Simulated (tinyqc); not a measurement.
What each parameter does: five-level k.p model folded onto the conduction band.

Second-order sums for the lowest conduction level at E: 1/m = 1 + Cm + (Ep/3)(2/E + 1/(E + Dso)) - (Ep2/3)(2/(E7 + D2 - E) + 1/(E7 - E)); g/2 = 1 + Cg - (Ep/3)(1/E - 1/(E + Dso)) - (Ep2/3)(1/(E7 - E) - 1/(E7 + D2 - E)). E is counted from the top of the valence band; E = Eg at the edge.

Values chosen for the exercise (near those of InSb; not measured data): Eg = 0.236 eV (gap at Gamma to the s-like level); Dso = 0.826 eV (spin-orbit splitting); Ep = 22.4 eV (Kane energy); E7 = 3.21 eV (upper Gamma7 conduction level, from the valence top); D2 = 0.35 eV (its spin-orbit splitting, Gamma8 above Gamma7); Ep2 = 3.5 eV (Kane energy to the upper levels); Cm = -1 (remote term in 1/m); Cg = 0 (remote term in g/2).

Mass and g at E = Eg.

One parameter was then changed.

Results before and after:

| case | m (m0) | g |
|---|---|---|
| base | 0.01445 | -47.2979 |
| changed | 0.01443 | -47.2833 |

Which of these changes was made? (a) Dso = 0.743 eV; (b) E7 = 3.531 eV; (c) D2 = 0.385 eV; (d) Ep2 = 3.15 eV; (e) Ep = 24.64 eV; (f) Eg = 0.212 eV.

Answer: (b) E7 = 3.531 eV. Of the candidates, run in turn, only this one gives the changed row.

All candidates:

| case | m (m0) | g |
|---|---|---|
| base | 0.01445 | -47.2979 |
| Eg = 0.212 eV | 0.01306 | -54.1350 |
| Dso = 0.743 eV | 0.01432 | -46.1058 |
| Ep = 24.64 eV | 0.01312 | -52.2195 |
| E7 = 3.531 eV | 0.01443 | -47.2833 |
| D2 = 0.385 eV | 0.01445 | -47.3052 |
| Ep2 = 3.15 eV | 0.01443 | -47.2897 |

Program tinyqc; command `OMP_NUM_THREADS=1 python tinyqc.py 1050227 1050228 out.jsonl`; about 0.01 s on one thread of a shared Intel(R) Xeon(R) Processor @ 2.30GHz.
